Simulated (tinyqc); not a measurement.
Shallow acceptor in the spherical four-band model, step by step. Values are carried at full precision from step to step, so a last printed digit may differ when a step is redone from the rounded ones.

Units Ry* = Ry/(g1 eps^2) and a* = a0 eps g1; mu = (6 g3 + 4 g2)/(5 g1) is the spherical heavy-light coupling and delta = (g3 - g2)/g1 the cubic term, which is left out.

Constants: Ry = 13.60569312 eV; a0 (Bohr radius) = 0.5291772105 angstrom.

Parameters, chosen for this exercise (near those of a shallow acceptor in Ge; the results hold for these values, not for the real material): g1 = 13.41 (Luttinger gamma1); g2 = 4.23 (gamma2); g3 = 5.7 (gamma3); eps = 16.1 (dielectric constant); al = (0.425, 2.55, 15.3) 1/a*^2 (exponents a_i, the same for f and g); Dso = 0.288 eV (spin-orbit splitting).

## Units and couplings

Give Ry*, a*, mu, delta and the spherical masses 1/(g1 (1 -/+ mu)).

Ry* = 3.914 meV
a* = 114.25 angstrom
mu = 0.76242
delta = 0.1096

heavy and light mass (m0): 0.3139  0.0423

A hydrogen model with the heavy mass would bind by Ry*/(1 - mu) = 16.5 meV and with the light mass by 2.2 meV. delta/mu = 0.14: the cubic term is a modest correction.

## Matrices in a small basis

The ground state 1S3/2 has an L = 0 part f(r) and an L = 2 part g(r). In units of Ry* and a*, with Gaussians f_i = exp(-a_i r^2), g_i = r^2 exp(-a_i r^2), A = a_i + a_j and I(n) = Gamma((n + 1)/2)/(2 A^((n + 1)/2)): S_ff = I(2), S_gg = I(6), H_ff = (6 a_i a_j/A) I(2) - 2 I(1), H_gg = (14 a_i a_j/A) I(6) - 2 I(5), H_fg = -mu [15 I(2) - 20 a_j I(4) + 4 a_j^2 I(6)]; each function is then normalised. The split-off band is left out.

Form S and H.

S, lower triangle:
```
        f1      f2      f3      g1      g2      g3
f1  1.0000
f2  0.5855  1.0000
f3  0.1847  0.5855  1.0000
g1       0       0       0  1.0000
g2       0       0       0  0.2868  1.0000
g3       0       0       0  0.0194  0.2868  1.0000
```

H (Ry*), lower triangle:
```
         f1       f2        f3      g1       g2        g3
f1  -0.8056
f2  -0.9993   2.5535
f3  -1.1947   2.0958   33.4162
g1  -1.2550  -2.1593   -0.8777  1.8653
g2  -0.3599  -7.5297  -12.9555  0.8672  15.1319
g3  -0.0244  -2.1593  -45.1782  0.0197   7.3168  100.4420
```

## Ground state in the small basis

Solve H u = E S u for the lowest level of the acceptor; the first half of the basis is L = 0 and the second L = 2. Give E, E without the f-g block, and the L = 2 weight u_g S_gg u_g with u S u = 1.

E = -2.105 Ry*
E without coupling = -0.886 Ry*
L = 2 weight = 0.247

Without the coupling the exact value is -1, which this basis, tuned to the compact coupled state, misses by 0.114. The coupling to L = 2 takes the level to 2.10 times that exact value.

## Converged result

Converged values use 22 exponents 2.2^i, i = -7 to 14, for f and for g.
Ground and next level of the same symmetry, L = 2 weight and mean radius.

1S3/2 and 2S3/2 (Ry*): -2.236  -0.664

binding energies (meV): 8.8  2.6

L = 2 weight = 0.268
<r> = 84.3 angstrom

The small basis reaches 94 % of the binding. The ratio 1S/2S is 3.37 (4 for hydrogen). The binding is 0.03 of Dso, so leaving out the split-off band is safe.

## Checks

- Level at mu = 0 against -1 Ry*: both -1.0000.
- Ground level from a second, denser basis, Ry*: both -2.236.

(tinyqc, `OMP_NUM_THREADS=1 python tinyqc.py 1281511 1281512 out.jsonl`, Intel(R) Xeon(R) Processor @ 2.30GHz, 1 thread, shared host, about 0.04 s.)
